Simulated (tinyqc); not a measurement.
## Band offsets from two capacitances

Question. A p-n heterojunction (1: p-type, 2: n-type) in the depletion approximation obeys 1/C^2 = 2 (er1 N1 + er2 N2)(Vbi - V)/(q eps0 er1 er2 N1 N2), with Vbi = dEc + Eg1 - Vt ln(Nc2 Nv1/(N1 N2)), dEc = Ec2 - Ec1 and dEv = Eg2 - Eg1 - dEc. Find N2, Vbi, dEc and dEv.

Values chosen for this exercise; band and dielectric values close to those of AlGaN and GaN:

| symbol | value | unit | meaning |
|---|---|---|---|
| T | 300 | K | temperature |
| Eg1 | 3.95 | eV | band gap of material 1 |
| er1 | 9.29 |  | relative permittivity of material 1 |
| Nv1 | 5.93e19 | cm^-3 | valence-band density of states of material 1 |
| Eg2 | 3.46 | eV | band gap of material 2 |
| er2 | 9.37 |  | relative permittivity of material 2 |
| Nc2 | 2.28e18 | cm^-3 | conduction-band density of states of material 2 |
| N1 | 2.6e16 | cm^-3 | acceptor density of material 1 |

Constants: q = 1.602176634e-19 C, kB = 1.380649e-23 J/K, Vt = kB T/q, eps0 = 8.8541878128e-14 F/cm where lengths are in cm. Results are converted to the units shown.

C at V = -0.4 and -2.1 V (nF/cm^2): 18.520825  15.324991

Solution. The slope of 1/C^2 against -V is (2/(q eps0)) (1/(er2 N2) + 1/(er1 N1)), which gives N2; the intercept is Vbi, and the offsets follow.

N2 = 7.300e16 cm^-3
Vbi = 3.291 V
dEc = -0.3700 eV
dEv = -0.1200 eV

tinyqc, about 0.03 s, one thread, Intel Xeon 2.30GHz (shared host): `OMP_NUM_THREADS=1 python tinyqc.py 2040083 2040084 out.jsonl`
